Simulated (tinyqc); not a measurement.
MOS inversion layer, Poisson-Schroedinger loop: course of the self-consistent loop.

Electrons confined at an insulator interface at z = 0, treated as a hard wall; parabolic valleys, Hartree approximation, no image or exchange terms. The depletion charge lies far deeper than the electrons and gives a uniform field q Nd/(eps0 eps_r); the gate balances all charge. Energies are counted from the band edge at the interface.

V0 = q Nd z/(eps0 eps_r) in eV.

Tridiagonal Hamiltonian with psi = 0 one step beyond both ends: H_ii = C (1/m_(i-1/2) + 1/m_(i+1/2))/hz^2 + V0_i + U_i, H_(i,i+1) = -C/(m_(i+1/2) hz^2), C = hbar^2/(2 m0). The lowest 2 level(s) are kept, normalised to hz sum |psi|^2 = 1. The mass is the same on all intervals.

Level k holds N_k = D_k Vt ln(1 + exp((EF - E_k)/Vt)) with D = md1 m0 q/(pi hbar^2) per eV (spin included); EF is fixed by sum N_k = Ns.

n_i = sum_k N_k |psi_k|^2 (converted to cm^-3). Hartree part by Gauss: on the interval before node i the electrons still beyond are S_i = Ns - hz sum_(j<i) n_j, and U_i = U_(i-1) + q S_i hz/(eps0 eps_r) in eV, U_0 = 0 at the interface. Mixing: U(new) = U + a (U(out) - U).

Start from U = 0. Stop when the largest |U(out) - U| is below 1e-7 eV, or after 120 rounds.

Parameters, values chosen for the exercise; masses and permittivity close to those of In0.53Ga0.47As:
```
symbol,value,unit,meaning
T,200,K,temperature
eps_r,13.9,,relative permittivity
mz1,0.0413,m0,mass along z of valley set A (1 valley(s))
md1,0.0402,m0,in-plane density-of-states mass of set A
Ns,1.8e12,cm^-2,sheet density of electrons
Nd,8.1e11,cm^-2,sheet density of depletion charge
hz,1.5,nm,mesh step
a,0.7,,mixing factor
```

Constants: q = 1.602176634e-19 C, kB = 1.380649e-23 J/K, hbar = 1.054571817e-34 J s, m0 = 9.1093837015e-31 kg, Vt = kB T/q, eps0 = 8.8541878128e-14 F/cm where lengths are in cm, hbar^2/(2 m0) = 0.0380998212 eV nm^2. Results are converted to the units shown.

| node | z (nm) |
|---|---|
| 1 | 1.5 |
| 2 | 3 |
| 3 | 4.5 |
| 4 | 6 |
| 5 | 7.5 |
| 6 | 9 |
| 7 | 10.5 |
| 8 | 12 |
| 9 | 13.5 |
| 10 | 15 |
| 11 | 16.5 |
| 12 | 18 |
| 13 | 19.5 |
| 14 | 21 |
| 15 | 22.5 |
| 16 | 24 |
| 17 | 25.5 |
| 18 | 27 |
| 19 | 28.5 |

Course of the iteration:

| round | level A1 (eV) | EF (eV) | largest \|U(out) - U\| (eV) |
|---|---|---|---|
| 1 | 0.108961 | 0.198970 | 0.179 |
| 2 | 0.190151 | 0.288385 | 0.0262 |
| 3 | 0.205983 | 0.303454 | 7.42e-3 |
| 4 | 0.210538 | 0.307850 | 2.09e-3 |
| 5 | 0.211842 | 0.309117 | 5.92e-4 |
| 6 | 0.212217 | 0.309483 | 1.71e-4 |
| 7 | 0.212326 | 0.309589 | 4.99e-5 |
| 8 | 0.212357 | 0.309620 | 1.46e-5 |
| 9 | 0.212366 | 0.309629 | 4.27e-6 |
| 10 | 0.212369 | 0.309632 | 1.25e-6 |
| 11 | 0.212370 | 0.309633 | 3.69e-7 |
| 12 | 0.212370 | 0.309633 | 1.09e-7 |
| 13 | 0.212370 | 0.309633 | 3.21e-8 |

Did this iteration meet its convergence test, and what does its course show?

Yes. Converged in 13 rounds. Towards the end the residual shrinks by a factor of about 0.29 a round.

Range of the model: The Fermi level lies over 0.25 eV above the band edge at the interface, where non-parabolicity matters for so light a mass.

Computed by the program tinyqc: `OMP_NUM_THREADS=1 python tinyqc.py 2160148 2160149 out.jsonl`, one thread of a shared Intel Xeon 2.30GHz, about 0.5 s for the whole run.
